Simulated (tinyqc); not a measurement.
Inside a calculation. Model: composition and strain of an epitaxial Si(1-x)Ge(x) layer from Raman and X-ray peaks. Computed by tinyqc, a small Python program that keeps every step. Command: `OMP_NUM_THREADS=1 python tinyqc.py 3019648 3019649 out.jsonl epiraman walk`. One thread of a shared host (Intel(R) Xeon(R) Processor @ 2.30GHz), about 0.01 s of CPU time with the checks. Intermediate numbers are printed to about 5 digits and carried at full precision; extremes and crossings named in words are read from the listed rows.

A (001) layer, biaxially strained in the plane. The Raman peaks follow empirical lines omega = w0 + c1 x + c3 x^3 + b eps (c3 for Si-Ge alone), with eps the in-plane strain.

Inputs (values chosen for the exercise, modelled on silicon-germanium):

| quantity | value | unit |
|---|---|---|
| Ge fraction x | 0.89 | - |
| degree of relaxation R | 0.79 | - |
| lattice constant of Si | 5.431 | angstrom |
| lattice constant of Ge | 5.658 | angstrom |
| bowing B | 0.025 | angstrom |
| 2 C12/C11 of Si | 0.771 | - |
| 2 C12/C11 of Ge | 0.746 | - |
| Si-Si: w0 | 521.1 | 1/cm |
| Si-Si: c1 | -64.1 | 1/cm |
| Si-Si: strain coefficient b | -755 | 1/cm |
| Si-Ge: w0 | 400 | 1/cm |
| Si-Ge: c1 | 25.1 | 1/cm |
| Si-Ge: c3 | -33.1 | 1/cm |
| Si-Ge: strain coefficient b | -578 | 1/cm |
| Ge-Ge: w0 | 280.3 | 1/cm |
| Ge-Ge: c1 | 18.8 | 1/cm |
| Ge-Ge: strain coefficient b | -458 | 1/cm |
| uncertainty of a Raman peak | 0.2 | 1/cm |
| X-ray wavelength | 1.540598 | angstrom |

Substrate: silicon. Pair of peaks used: Si-Ge and Ge-Ge.

## Lattice constants and strain

Relaxed lattice constant a(x) = a_Si + (a_Ge - a_Si) x - B x (1 - x). In-plane constant a_par = a_sub + R (a(x) - a_sub); eps = a_par/a(x) - 1; eps_perp = -(2 C12/C11) eps with 2 C12/C11 linear in x; a_perp = a(x) (1 + eps_perp).

relaxed constant a(x) = 5.6306 angstrom

substrate constant a_sub = 5.431 angstrom

a_par = 5.5887 angstrom

in-plane strain eps = -7.4437 per mille

strain along the normal = 5.5735 per mille

a_perp = 5.6620 angstrom

The layer is under compression in the plane and is stretched along the normal.

## Raman peaks

Insert x and eps in the three lines; the strain part is b eps.

Si-Si peak = 469.67 1/cm

Si-Ge peak = 403.31 1/cm

Ge-Ge peak = 300.44 1/cm

strain parts (1/cm): Si-Si 5.6200, Si-Ge 4.3025, Ge-Ge 3.4092

Read as unstrained, the Si-Si peak would give x = 0.802 in place of 0.89. Caution: near either end one of the like-atom peaks is weak, since its intensity follows the number of such bonds.

## X-ray (004) reflection

Bragg angle theta = arcsin(2 lambda/a) for (004), for the substrate with a_sub and the layer with a_perp; separation in arc seconds.

theta of the substrate = 34.565 degree

theta of the layer = 32.969 degree

separation, layer less substrate = -5742.4 arcsec

## Back from two peaks to composition and strain

Unknowns x and eps (per mille). Newton steps: J d = (measured - model), J = [d omega/dx, d omega/d eps] for the two peaks; start at x = 0.5, eps = 0; stop when |d| < 1e-9. The peaks are rounded to 0.001 per cm; R = (a(x)(1 + eps) - a_sub)/(a(x) - a_sub).

peaks used (1/cm): Si-Ge 403.307, Ge-Ge 300.441

Iterations:

| step | x | eps (per mille) | residual 1 (1/cm) | residual 2 (1/cm) |
|---|---|---|---|---|
| 0 | 0.5000 | 0.0000 | -5.1055e+00 | 10.741 |
| 1 | 1.2957 | 9.2116 | 4.8117e+01 | 0.000 |
| 2 | 1.0047 | -2.7336 | 1.0080e+01 | 0.000 |
| 3 | 0.9028 | -6.9188 | 1.0021e+00 | 0.000 |
| 4 | 0.8902 | -7.4359 | 1.4157e-02 | 0.000 |
| 5 | 0.8900 | -7.4434 | 2.9637e-06 | 0.000 |
| 6 | 0.8900 | -7.4434 | 0 | 0.000 |

recovered x = 0.89000

recovered eps = -7.4434 per mille

recovered R = 0.79

## Which pair of peaks is best

For each pair invert J = [d omega/dx, d omega/d eps] at the true x. Independent errors of the given size in both peaks give sigma_x and sigma_eps = uncertainty x (norm of the rows of the inverse of J).

Error propagation:

| pair | det J | sigma_x | sigma_eps (per mille) |
|---|---|---|---|
| Si-Si and Si-Ge | -3.3846 | 0.056186 | 4.9358 |
| Si-Si and Ge-Ge | 43.5518 | 0.0040552 | 0.30676 |
| Si-Ge and Ge-Ge | 35.395 | 0.0041671 | 0.32072 |

The pair Si-Si and Ge-Ge fixes x best (sigma_x = 0.0041) and Si-Si and Si-Ge worst (0.056), a factor 14. Strain moves all peaks the same way, so a good pair needs different ratios of composition slope to strain coefficient, best of opposite sign; the slopes here are -64.1, -53.6 and 18.8 per cm for Si-Si, Si-Ge and Ge-Ge. Errors in the coefficients themselves are not counted.

## Relaxation at fixed composition

(004) Bragg angle theta = arcsin(2 lambda/a), with a = a_perp for the layer and a_sub for the substrate; separation = layer less substrate. The apparent x is the one that a fully strained layer (R = 0) would need to give the same a_perp.

Signatures:

| R | eps (per mille) | Si-Si (1/cm) | Ge-Ge (1/cm) | a_perp (angstrom) | (004) separation (arcsec) | apparent x if R = 0 is assumed |
|---|---|---|---|---|---|---|
| 0.00 | -35.446 | 490.81 | 313.27 | 5.7800 | -8463.6 | 0.89000 |
| 0.15 | -30.129 | 486.80 | 310.83 | 5.7576 | -7957.2 | 0.83714 |
| 0.30 | -24.812 | 482.78 | 308.40 | 5.7352 | -7446.1 | 0.78379 |
| 0.50 | -17.723 | 477.43 | 305.15 | 5.7053 | -6757.1 | 0.71183 |
| 0.70 | -10.634 | 472.08 | 301.90 | 5.6754 | -6059.3 | 0.63891 |
| 0.85 | -5.317 | 468.07 | 299.47 | 5.6530 | -5530.2 | 0.58356 |
| 1.00 | 0.000 | 464.05 | 297.03 | 5.6306 | -4995.9 | 0.52763 |

Full relaxation moves the Si-Si peak by -26.76 per cm and shrinks the X-ray separation to 59 % of its strained value, about 1/(1 + 2 C12/C11). A symmetric reflection alone cannot part x from R: a relaxed layer read as strained gives x = 0.528 in place of 0.89. An asymmetric reflection or a second peak is needed.

Checks made by the program: recovered composition (relative difference 4e-06).
